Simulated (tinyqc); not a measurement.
Trench capacitor in an array: capacitance, non-linearity, leakage and relaxation: charge lost after writing.

A film between two metal electrodes, each interface adding a series capacitance ci. The small-signal permittivity is ek (1 + aq E^2); the field is found with the linear permittivity. Leakage J = J0 sinh(E/Ef). After a voltage step the film passes a relaxation current kr C V tt^(-nr), tt being the time in seconds. The sidewall is a coaxial capacitor with radii a = dm/2 - t and b = dm/2, depth AR dm; the end face is left out.

Planar film: Cf = eps0 ek/t, 1/C = 1/Cf + 2/ci, EOT = 3.9 eps0/C, effective permittivity C t/eps0, E = (V/t) C/Cf. A capacitor written for t0 and then left open loses, as a share of C V, kr (tt^(1 - nr) - t0^(1 - nr))/(1 - nr) by relaxation and J tt/(C V) by leakage; both are taken as small, and rows far outside that range are left out.

Values chosen for this exercise; permittivity of the order of that of titanium dioxide: relative permittivity of the film ek = 87.1; film thickness t = 21 nm; capacitance of each electrode interface (dead layer and screening) ci = 60 uF/cm^2; quadratic field coefficient of the permittivity aq = 0.026 cm^2/MV^2; bias V = 1 V; exponent of the relaxation current nr = 0.927; strength of the relaxation kr = 0.0069; leakage prefactor J0 = 5.1e-10 A/cm^2; field for an e-fold rise of the leakage Ef = 0.44 MV/cm; duration of the write pulse t0 = 1e-8 s.

Constants: eps0 = 8.8541878128e-14 F/cm where lengths are in cm. Results are converted to the units shown.

The same in every row: leakage current (nA/cm^2) = 0.57157.

Result of one run:

| relaxation current (nA/cm^2) | loss by relaxation (%) | loss by leakage (%) | total loss (%) |
|---|---|---|---|
| 22.576 | 6.9887 | 0.017469 | 7.0062 |

Which time since the start of the write pulse tt gave this result: 0.0001, 0.01, 1 or 10 s?

tt = 1 s.

The whole series:

| tt (s) | relaxation current (nA/cm^2) | loss by relaxation (%) | loss by leakage (%) | total loss (%) |
|---|---|---|---|---|
| 1e-6 | 8.2346e6 | 0.98432 | 1.7469e-8 | 0.98432 |
| 1e-5 | 9.7419e5 | 1.6154 | 1.7469e-7 | 1.6154 |
| 0.0001 | 1.1525e5 | 2.3620 | 1.7469e-6 | 2.3620 |
| 0.001 | 13635 | 3.2452 | 1.7469e-5 | 3.2452 |
| 0.01 | 1613.0 | 4.2901 | 1.7469e-4 | 4.2903 |
| 0.1 | 190.83 | 5.5263 | 0.0017469 | 5.5280 |
| 1 | 22.576 | 6.9887 | 0.017469 | 7.0062 |
| 10 | 2.6708 | 8.7188 | 0.17469 | 8.8935 |
| 100 | 0.31597 | 10.766 | 1.7469 | 12.513 |

The two currents are equal at tt = 52.8 s. The loss by relaxation grows from 0.984 to 10.8 %, by 0.631 points over the first decade and 2.05 over the last, while the loss by leakage grows tenfold a decade. Relaxation is the larger loss in every row.

Program tinyqc, `OMP_NUM_THREADS=1 python tinyqc.py 2102101 2102102 out.jsonl`; Intel Xeon 2.30GHz, shared host, one thread, about 0.01 s.
